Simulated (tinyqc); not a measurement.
Surface Green function of a zigzag honeycomb ribbon two chains wide, Sancho-Rubio decimation: two steps of the calculation.

A semi-infinite lead of cells 0, 1, 2, ... with H0 inside a cell and H1 = <cell i|H|cell i + 1>. Cell of four sites joined 1-2-3-4 by -t; site 2 joins site 1 of the next cell and site 3 joins site 4 of the next cell. z = E + i eta.

Values chosen for this exercise:
```
symbol,value,unit,meaning
E,-4.43,eV,energy
eta,0.0001,eV,broadening
```

Task 1. Decimation. Start with e_s = e = H0, a = H1, b = H1^dagger. Each round: g = (z - e)^(-1); e_s <- e_s + a g b; e <- e + a g b + b g a; a <- a g a; b <- b g b (all with the old a, b). Round k joins cells 2^k apart.

e_s after round 1 (eV):
```
                       1                      2                      3                      4
1   0.0000000+0.0000000i  -2.5000000+0.0000000i   0.0000000+0.0000000i   0.0000000+0.0000000i
2  -2.5000000+0.0000000i  -3.5081363-0.0006177i  -4.2366567-0.0005609i   0.0000000+0.0000000i
3   0.0000000+0.0000000i  -4.2366567-0.0005609i  -3.5081363-0.0006177i  -2.5000000+0.0000000i
4   0.0000000+0.0000000i   0.0000000+0.0000000i  -2.5000000+0.0000000i   0.0000000+0.0000000i
```

e after round 1 (eV):
```
                       1                      2                      3                      4
1  -6.5854919-0.0015422i  -2.5000000+0.0000000i   0.0000000+0.0000000i  -5.4530742-0.0015151i
2  -2.5000000+0.0000000i  -3.5081363-0.0006177i  -4.2366567-0.0005609i   0.0000000+0.0000000i
3   0.0000000+0.0000000i  -4.2366567-0.0005609i  -3.5081363-0.0006177i  -2.5000000+0.0000000i
4  -5.4530742-0.0015151i   0.0000000+0.0000000i  -2.5000000+0.0000000i  -6.5854919-0.0015422i
```

a after round 1 (eV):
```
                       1                     2                     3                      4
1   0.0000000+0.0000000i  0.0000000+0.0000000i  0.0000000+0.0000000i   0.0000000+0.0000000i
2  -3.7164175-0.0009542i  0.0000000+0.0000000i  0.0000000+0.0000000i  -3.0773556-0.0009245i
3  -3.0773556-0.0009245i  0.0000000+0.0000000i  0.0000000+0.0000000i  -3.7164175-0.0009542i
4   0.0000000+0.0000000i  0.0000000+0.0000000i  0.0000000+0.0000000i   0.0000000+0.0000000i
```

b after round 1 (eV):
```
                      1                      2                      3                     4
1  0.0000000+0.0000000i  -3.7164175-0.0009542i  -3.0773556-0.0009245i  0.0000000+0.0000000i
2  0.0000000+0.0000000i   0.0000000+0.0000000i   0.0000000+0.0000000i  0.0000000+0.0000000i
3  0.0000000+0.0000000i   0.0000000+0.0000000i   0.0000000+0.0000000i  0.0000000+0.0000000i
4  0.0000000+0.0000000i  -3.0773556-0.0009245i  -3.7164175-0.0009542i  0.0000000+0.0000000i
```

Find: g; e_s after round 2; e after round 2; a after round 2; b after round 2.

Result 1.

g (1/eV):
```
                   1                  2                  3                  4
1  -0.15233-0.00008i  -0.18205+0.00006i   0.05027+0.00008i   0.32706-0.00004i
2  -0.18205+0.00006i   0.04731-0.00014i   0.35376-0.00012i   0.05027+0.00008i
3   0.05027+0.00008i   0.35376-0.00012i   0.04731-0.00014i  -0.18205+0.00006i
4   0.32706-0.00004i   0.05027+0.00008i  -0.18205+0.00006i  -0.15233-0.00008i
```

e_s after round 2 (eV):
```
                 1                2                3                4
1   0.0000+0.0000i  -2.5000+0.0000i   0.0000+0.0000i   0.0000+0.0000i
2  -2.5000+0.0000i   0.4264-0.0011i  -0.1064-0.0011i   0.0000+0.0000i
3   0.0000+0.0000i  -0.1064-0.0011i   0.4264-0.0011i  -2.5000+0.0000i
4   0.0000+0.0000i   0.0000+0.0000i  -2.5000+0.0000i   0.0000+0.0000i
```

e after round 2 (eV):
```
                 1                2                3                4
1   2.6076-0.0024i  -2.5000+0.0000i   0.0000+0.0000i   3.8652-0.0024i
2  -2.5000+0.0000i   0.4264-0.0011i  -0.1064-0.0011i   0.0000+0.0000i
3   0.0000+0.0000i  -0.1064-0.0011i   0.4264-0.0011i  -2.5000+0.0000i
4   3.8652-0.0024i   0.0000+0.0000i  -2.5000+0.0000i   2.6076-0.0024i
```

a after round 2 (eV):
```
                 1               2               3                4
1   0.0000+0.0000i  0.0000+0.0000i  0.0000+0.0000i   0.0000+0.0000i
2  -3.0886+0.0015i  0.0000+0.0000i  0.0000+0.0000i  -2.9938+0.0016i
3  -2.9938+0.0016i  0.0000+0.0000i  0.0000+0.0000i  -3.0886+0.0015i
4   0.0000+0.0000i  0.0000+0.0000i  0.0000+0.0000i   0.0000+0.0000i
```

b after round 2 (eV):
```
                1                2                3               4
1  0.0000+0.0000i  -3.0886+0.0015i  -2.9938+0.0016i  0.0000+0.0000i
2  0.0000+0.0000i   0.0000+0.0000i   0.0000+0.0000i  0.0000+0.0000i
3  0.0000+0.0000i   0.0000+0.0000i   0.0000+0.0000i  0.0000+0.0000i
4  0.0000+0.0000i  -2.9938+0.0016i  -3.0886+0.0015i  0.0000+0.0000i
```

Task 2. Self-energy, Dyson check and densities of states. Sigma = H1 g_s H1^dagger is what the lead adds to one more cell, and (z - H0 - Sigma)^(-1) must give g_s back. Densities of states: -Im of the diagonals over pi.

H0 (eV):
```
      1     2     3     4
1     0  -2.5     0     0
2  -2.5     0  -2.5     0
3     0  -2.5     0  -2.5
4     0     0  -2.5     0
```

H1 (eV):
```
      1  2  3     4
1     0  0  0     0
2  -2.5  0  0     0
3     0  0  0  -2.5
4     0  0  0     0
```

converged surface Green function g_s (1/eV):
```
                         1                        2                        3                        4
1  -0.23495714-0.10708655i  -0.01634833-0.18974796i   0.14274475-0.18973430i   0.08055815-0.10707171i
2  -0.01634833-0.18974796i  -0.02897684-0.33623273i   0.25293611-0.33621489i   0.14274475-0.18973430i
3   0.14274475-0.18973430i   0.25293611-0.33621489i  -0.02897684-0.33623273i  -0.01634833-0.18974796i
4   0.08055815-0.10707171i   0.14274475-0.18973430i  -0.01634833-0.18974796i  -0.23495714-0.10708655i
```

converged bulk Green function (1/eV):
```
                         1                        2                        3                        4
1  -0.26194235-0.08139683i  -0.03208255-0.07211236i   0.23207440-0.07207469i   0.26193682-0.08134250i
2  -0.03208255-0.07211236i  -0.16744566-0.18678679i   0.16744391-0.18675478i   0.23207440-0.07207469i
3   0.23207440-0.07207469i   0.16744391-0.18675478i  -0.16744566-0.18678679i  -0.03208255-0.07211236i
4   0.26193682-0.08134250i   0.23207440-0.07207469i  -0.03208255-0.07211236i  -0.26194235-0.08139683i
```

Wanted: Sigma; (z - H0 - Sigma)^(-1); surface density of states; bulk density of states.

Result 2.

Sigma (eV):
```
              1              2              3             4
1  0.000+0.000i   0.000+0.000i   0.000+0.000i  0.000+0.000i
2  0.000+0.000i  -1.468-0.669i   0.503-0.669i  0.000+0.000i
3  0.000+0.000i   0.503-0.669i  -1.468-0.669i  0.000+0.000i
4  0.000+0.000i   0.000+0.000i   0.000+0.000i  0.000+0.000i
```

(z - H0 - Sigma)^(-1) (1/eV):
```
                 1                2                3                4
1  -0.2350-0.1071i  -0.0163-0.1897i   0.1427-0.1897i   0.0806-0.1071i
2  -0.0163-0.1897i  -0.0290-0.3362i   0.2529-0.3362i   0.1427-0.1897i
3   0.1427-0.1897i   0.2529-0.3362i  -0.0290-0.3362i  -0.0163-0.1897i
4   0.0806-0.1071i   0.1427-0.1897i  -0.0163-0.1897i  -0.2350-0.1071i
```

```
orbital  surface density of states (1/eV)  bulk density of states (1/eV)
1                                  0.0341                        0.02591
2                                  0.1070                        0.05946
3                                  0.1070                        0.05946
4                                  0.0341                        0.02591
```

Computed by the program tinyqc: `OMP_NUM_THREADS=1 python tinyqc.py 2680018 2680019 out.jsonl`, one thread of a shared Intel Xeon 2.30GHz, about 0.05 s for the whole run.
